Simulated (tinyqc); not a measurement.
## Via and link resistance from two via chains

Problem. A chain of 5000 vias joined by 5000 metal links has R = 5000 (Rv + Rlink), with Rlink proportional to the link length. Find Rv, Rlink for length L, and the value of Rv that the short chain would give if the links were ignored.

resistance of chains of 5000 links with link lengths L and 3 L (ohm): 1.725e5  2.475e5

Answer. R per link is a straight line in the link length; its intercept at zero length is Rv.

Rv = 27.00 ohm
Rlink = 7.500 ohm
Rv without correction = 34.50 ohm

tinyqc, about 0.01 s, one thread, Intel Xeon 2.30GHz (shared host): `OMP_NUM_THREADS=1 python tinyqc.py 2750155 2750156 out.jsonl`
